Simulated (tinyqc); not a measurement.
Gate voltage for a given inversion charge.

Question. p-type body, charge-sheet picture, depletion and inversion only, full ionisation (an idealisation for deep acceptors), Boltzmann statistics (rough once Na exp(x - xn) passes about Nc/7). In units of Vt: xg = (Vg - Vfb)/Vt, x = psi/Vt, G = gamma/sqrt(Vt), xn = (2 phiF + Vc)/Vt. The implicit equation is (xg - x)^2 = G^2 [x - 1 + exp(x - xn)] for x above about 3. Cox = eps0 eox/tox. ni = sqrt(Nc Nv) exp(-Eg/(2 Vt)), Eg in volts; phiF = Vt ln(Na/ni); gamma = sqrt(2 q eps0 eps_r Na)/Cox. N_inv = (Cox Vt G/q) [sqrt(x - 1 + exp(x - xn)) - sqrt(x - 1)]. Find x - xn, psi and Vg.

Values chosen for this exercise; band and dielectric values close to those of 4H silicon carbide:
```
symbol,value,unit,meaning
T,350,K,temperature
Eg,3.24,eV,band gap
eps_r,9.83,,relative permittivity
Nc,2.13e19,cm^-3,conduction-band density of states at T
Nv,3.2e19,cm^-3,valence-band density of states at T
eox,3.9,,relative permittivity of the gate insulator (close to silicon dioxide)
tox,13,nm,insulator thickness
Na,5.8e17,cm^-3,acceptor density
Vfb,-0.62,V,flat-band voltage
Vc,0,V,channel-body voltage
```

Constants: q = 1.602176634e-19 C, kB = 1.380649e-23 J/K, Vt = kB T/q, eps0 = 8.8541878128e-14 F/cm where lengths are in cm. Results are converted to the units shown.

N_inv = 8.4e10 cm^-2

Answer. N_inv rises steadily with x, so it fixes x; the implicit equation then gives xg directly.

x - xn = 1.359
psi = 3.051 V
Vg = 5.114 V

Numbers from tinyqc (`OMP_NUM_THREADS=1 python tinyqc.py 2122185 2122186 out.jsonl`; about 0.01 s on one thread of a shared Intel Xeon 2.30GHz).
